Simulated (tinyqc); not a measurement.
Geometry relaxation of a small cluster: one step, computed by the program tinyqc.

E = sum_(i<j) phi(r_ij), phi(r) = eps [exp(-2 alpha (r - r0)) - 2 exp(-alpha (r - r0))]; the force on i is -sum_j phi'(r_ij) (R_i - R_j)/r_ij.

Problem. The first two steps. Conjugate gradient (Polak-Ribiere): d = F + beta d(old), beta = max(0, F.(F - F(old))/|F(old)|^2), d = F at first; step length from one secant, s = eta (F.d)/(F.d - F(R + eta d).d), replaced by eta if that is not positive; R(new) = R + s d. No atom moves more than 0.3 angstrom a step (the whole step is scaled). Stop when the largest force component is below 1e-5 eV/angstrom.

Inputs (values chosen for the exercise, for model atoms): length r0 = 2.54 angstrom; well depth eps = 0.79 eV; stiffness alpha = 1.87 1/angstrom; step factor eta = 0.078 angstrom^2/eV.

Potential: Morse. Method: conjugate gradient.

starting positions (angstrom), rows atom 1, atom 2, atom 3, columns x, y, z:
$$\begin{pmatrix}
0.2 & 0.08 & 0.21 \\
2.53 & 0.17 & 0.21 \\
1.4 & 2.35 & 0.03
\end{pmatrix}$$

Give: positions after step 1; energy after step 1; positions after step 2; energy after step 2.

Solution.

positions after step 1 (angstrom), rows atom 1, atom 2, atom 3, columns x, y, z:
$$\begin{pmatrix}
0.083 & 0.084 & 0.209 \\
2.666 & 0.147 & 0.212 \\
1.381 & 2.369 & 0.028
\end{pmatrix}$$

energy after step 1 = -2.342 eV

positions after step 2 (angstrom), rows atom 1, atom 2, atom 3, columns x, y, z:
$$\begin{pmatrix}
0.077 & 0.120 & 0.206 \\
2.691 & 0.151 & 0.212 \\
1.362 & 2.328 & 0.032
\end{pmatrix}$$

energy after step 2 = -2.355 eV
